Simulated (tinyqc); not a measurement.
Metal-induced gap states at the contact of a metal chain and a two-band chain, step by step. Values are carried at full precision from step to step, so a last printed digit may differ when a step is redone from the rounded ones.

The semiconductor alternates sites A at -Eg/2 and C at +Eg/2 with hopping -t; the gap runs from -Eg/2 to Eg/2. In the gap cosh(q a) = 1 + (Eg^2/4 - E^2)/(2 t^2) and the amplitude changes by -exp(-q a) a period. The metal has site energy 0 and hopping -tm; its end site has g_m = (E - i sqrt(4 tm^2 - E^2))/(2 tm^2). Sites 1, 2, ... count into the semiconductor, with energies e1, e2 alternating. The clean half chain has g1 = 1/(E - e1 - t^2 g2), g2 = 1/(E - e2 - t^2 g1), decaying root. With the contact G11 = 1/(1/g1 - tc^2 g_m), and the density on site j is -Im G_jj/pi = |psi_j/psi_1|^2 (-Im G11/pi), per spin, with psi_2/psi_1 = -t g2, psi_3/psi_2 = -t g1.

Constants: e^2/(4 pi eps0) = 14.39964547 eV angstrom.

Values chosen for the exercise (gap and optical dielectric constant near those of GaN; the chain itself is a model; shifted at random, so the results belong to these values and not to a real crystal):
```
symbol  value  unit      meaning
Eg      3.43   eV        gap
t       2.8    eV        hopping in the semiconductor
a       3.19   angstrom  period (two sites); one chain for each area a^2
E       0.28   eV        energy from mid-gap
tm      2.44   eV        hopping in the metal
tc      1.28   eV        hopping across the contact
end     C                site that touches the metal
eps     5.2              dielectric constant
```

## Decay in the gap

Form cosh(q a), l = exp(-q a), q and the decay length 1/(2q) of the density.

cosh(q a) = 1.18258
l = 0.55132
q = 0.18666 1/angstrom
xi, the decay length of the density = 2.679 angstrom

## Green functions

The decaying root is g1 = (1 - l)/(E - e1), g2 = (1 - l)/(E - e2), l = exp(-q a). Form them, g_m and G11.

g1, g2 (1/eV): -0.31267  0.22490

g_m = 0.02352-0.40916i 1/eV
G11 = -0.29624-0.06135i 1/eV

## Density site by site

D1 = -Im G11/pi, D2 = (t g2)^2 D1, and each further period multiplies by l^2. The sum over all sites is (D1 + D2)/(1 - l^2). The Green functions stand in the order g1, g2.

density on sites 1 to 8 (1/eV): 0.01953  0.00774  0.00594  0.00235  0.00180  0.00072  0.00055  0.00022

Ds, the density per spin summed over the semiconductor = 0.03918 1/eV

The first period holds 70 % of the gap states at this energy.

## Pinning factor

Gap states per area N = 2 Ds/a^2 (two spins). Charge in them sits a distance xi from the metal, so S = 1/(1 + 4 pi e^2 N xi/eps), e^2 meaning e^2/(4 pi eps0); S is the change of the barrier per change of the metal work function.

N = 7.701e+13 1/(eV cm^2)
4 pi e^2 N xi/eps = 0.7179
S = 0.5821

Partial pinning, between the Bardeen (0) and Schottky (1) limits.

## Checks

- g1 from the closed form against decimation: both -0.312671.

Run: tinyqc, `OMP_NUM_THREADS=1 python tinyqc.py 1482663 1482664 out.jsonl`; Intel(R) Xeon(R) Processor @ 2.30GHz, one thread, shared host; about 0.01 s of CPU time with all checks.
